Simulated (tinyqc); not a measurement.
Epitaxial growth on a vicinal surface: Burton-Cabrera-Frank step flow, step-edge barrier and island nucleation: one step, computed by the program tinyqc.

Adatoms land at rate F, hop on a square grid (a simplification for hexagonal faces), desorb, or join steps. Lengths are in units of a and n is the adatom coverage. Steps ascend at x = 0 and descend at x = l.

Problem. Terrace solution. D n'' - n/tau + F = 0 with n(0) = n_eq and -l_s n'(l) = n(l) - n_eq. With u = n - F tau, A = n_eq - F tau, y = l/x_s, s = l_s/x_s: u = A cosh(x/x_s) + B sinh(x/x_s), B = A (1 - cosh y - s sinh y)/(sinh y + s cosh y). Flux into the ascending step J+ = D B/x_s, over the descending one J- = -(D/x_s)(A sinh y + B cosh y); step velocity J+ + J-; growth rate (J+ + J-)/l. For small y: J+ + J- = (F - n_eq/tau) l, J-/J+ = l/(l + 2 l_s). The coverage peaks where n' = 0, tanh(x/x_s) = -B/A.

Inputs (values chosen for the exercise, close to those used for Ge(001)): deposition rate F = 0.015 layers/s; temperature T = 480 C.

D = 2.489886e+07 a^2/s

lifetime tau = 99234.53 s

diffusion length x_s = 1571886 a

equilibrium coverage n_eq = 4.357531e-08

terrace width l = 100.9834 a

Schwoebel length l_s = 12.72688 a

Give: J+; J-; growth rate; peak coverage; position of the peak.

Solution.

J+ = 0.8421 atoms per step site and s

J- = 0.6726 atoms per step site and s

growth rate = 0.01500 layers/s

peak coverage = 9.930e-07

position of the peak = 56.14 a
